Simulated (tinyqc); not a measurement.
Hot electrons in a saturated n-channel MOSFET, lucky-electron model: one step of the calculation.

Beyond pinch-off the lateral field grows as Esat cosh(y/l) over the velocity-saturated region (pseudo-two-dimensional model). Impact ionisation in this region gives the substrate current, which biases the body forward through Rsub. Currents are per width. Local-field laws: they overstate ionisation when the field peak is narrower than an energy relaxation length.

Question. Length and field scales. Cox = 3.9 eps0/tox, l = sqrt(3 tox xj), Esat = 2 vs/mu.

Parameters, values chosen for the exercise; values close to those of silicon n-channel devices: channel length L = 0.8 um; oxide thickness tox = 17 nm; junction depth xj = 320 nm; effective mobility mu = 340 cm^2/(V s); saturation velocity vs = 7.8e6 cm/s.

Constants: eps0 = 8.8541878128e-14 F/cm where lengths are in cm. Results are converted to the units shown.

Find: Cox; l; Esat; Esat L.

Answer.

Cox = 0.20313 uF/cm^2
l = 127.75 nm
Esat = 0.045882 MV/cm
Esat L = 3.6706 V

Computed by the program tinyqc: `OMP_NUM_THREADS=1 python tinyqc.py 2550164 2550165 out.jsonl`, one thread of a shared Intel Xeon 2.30GHz, about 0.01 s for the whole run.
